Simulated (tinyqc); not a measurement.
Inside a calculation. Model: electron continuity equation in a given potential, Scharfetter-Gummel discretisation.

tinyqc, about 0.01 s, one thread, Intel Xeon 2.30GHz (shared host): `OMP_NUM_THREADS=1 python tinyqc.py 2220028 2220029 out.jsonl` Printed values are rounded.

Steady state in one dimension: J = q mu n E + q D dn/dx with E = -dpsi/dx and D = mu Vt, dJ/dx = 0, fixed densities nL and nR at the ends. The potential is given, psi = U (x/L)^2, and is not changed by the electrons.

Parameters, values chosen for the exercise; mobility close to that of In0.53Ga0.47As at room temperature: temperature T = 300 K; electron mobility mu = 11200 cm^2/(V s); length of the region L = 0.18 um; density at x = 0 nL = 2e12 cm^-3; density at x = L nR = 3.4e13 cm^-3; potential difference psi(L) - psi(0) U = -0.21 V.

Constants: q = 1.602176634e-19 C, kB = 1.380649e-23 J/K, Vt = kB T/q. Results are converted to the units shown.

Range of the model: The drift velocity mu E exceeds 1e7 cm/s somewhere, where real mobilities no longer stay constant.

## Potential on the mesh

10 equal intervals, h = L/10; psi = U (x/L)^2.

psi, node 0 to 10 (V): [0.0000000, -0.0021000, -0.0084000, -0.0189000, -0.0336000, -0.0525000, -0.0756000, -0.1029000, -0.1344000, -0.1701000, -0.2100000]

## Bernoulli factors

d_i = (psi_(i+1) - psi_i)/Vt; B(d) = d/(exp(d) - 1), B(0) = 1. The flux on interval i is J_i = (q D/h) [n_(i+1) B(d_i) - n_i B(-d_i)].

d_i, interval 0 to 9: [-0.081232, -0.243695, -0.406158, -0.568621, -0.731085, -0.893548, -1.056011, -1.218474, -1.380938, -1.543401]
B(d_i), interval 0 to 9: [1.041166, 1.126791, 1.216788, 1.311111, 1.409691, 1.512441, 1.619253, 1.730003, 1.844553, 1.962749]
B(-d_i), interval 0 to 9: [0.9599340, 0.8830966, 0.8106303, 0.7424894, 0.6786063, 0.6188928, 0.5632418, 0.5115290, 0.4636150, 0.4193476]

The largest |d_i| is 1.54, below 2, so central differences would also keep densities positive.

## Tridiagonal system for the inner nodes

Row i (1 to 9): B(-d_(i-1)) n_(i-1) + b_i n_i + B(d_i) n_(i+1) = f_i with b_i = -B(-d_i) - B(d_(i-1)) and f_i = 0; the known end values are moved to the right: f_1 loses B(-d_0) nL and f_9 loses B(d_9) nR. h = L/10, D = mu Vt.

diagonal b, node 1 to 9: [-1.924262, -1.937422, -1.959278, -1.989717, -2.028584, -2.075683, -2.130782, -2.193618, -2.263900]
right side f, node 1 to 9 (cm^-3): [-1.919868e12, 0, 0, 0, 0, 0, 0, 0, -6.673345e13]

## Densities and current

B(d_i) and B(-d_i) are the Bernoulli factors of the potential steps, b and f the diagonal and right side. Solve B(-d_(i-1)) n_(i-1) + b_i n_i + B(d_i) n_(i+1) = f_i (end values already in f), then J_i = (q D/h) [n_(i+1) B(d_i) - n_i B(-d_i)], h = L/10, D = mu Vt.

n, node 0 to 10 (cm^-3): [2e12, 5.033475e13, 8.425463e13, 9.762281e13, 9.379135e13, 8.096409e13, 6.651173e13, 5.431464e13, 4.524295e13, 3.874233e13, 3.4e13]
J, interval 0 to 9 (A/cm^2): [1301.155, 1301.155, 1301.155, 1301.155, 1301.155, 1301.155, 1301.155, 1301.155, 1301.155, 1301.155]

Without sources J is the same on every interval. Against a mesh 200 times finer the densities are off by at most 0.046 % of their local values.
